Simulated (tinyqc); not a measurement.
Global model of a low-pressure process discharge: electron temperature, density, ion flux and ion energy: one step, computed by the program tinyqc.

Maxwellian electrons with temperature T_e in eV, one positive ion, no negative ions, uniform bulk density n; rate constants have the Arrhenius form.

Question. Biased electrode. All bias power goes to ions: V_b = P_b/(J pi r^2). Debye length at the sheath edge lambda_D = sqrt(eps_0 T_e/(e h_L n)); Child-law sheath s = (sqrt2/3) lambda_D (2 V/T_e)^(3/4), V = V_b + V_s; ion transit time tau_i = 3 s sqrt(M/(2 e V)); collisions in the sheath s/lambda_i.

Inputs (values chosen for the exercise, of the order of those of an inductive discharge in a simple atomic gas):
```
quantity                        value  unit
ion mass M                         28     u
gas temperature T_g               300     K
bias power P_b                     14     W
radius of the biased electrode     10    cm
bias frequency                     27   MHz
```

ion current density J = 1.383057 mA/cm^2

T_e = 2.457632 eV

h_L = 0.2698584

plasma density n = 1.099218e+11 1/cm^3

wall potential V_s = 11.06242 V

ion mean free path = 0.3982641 cm

Constants: eps_0 = 8.8541878128e-12 F/m; e = 1.602176634e-19 C; u = 1.6605390666e-27 kg.

Give: bias voltage V_b; lambda_D; sheath width s; ion transit time; transit time over bias period; s/lambda_i.

Answer.

bias voltage V_b = 32.22 V

lambda_D = 67.67 micrometre

sheath width s = 0.4612 mm

ion transit time = 80.11 ns

transit time over bias period = 2.163

s/lambda_i = 0.1158
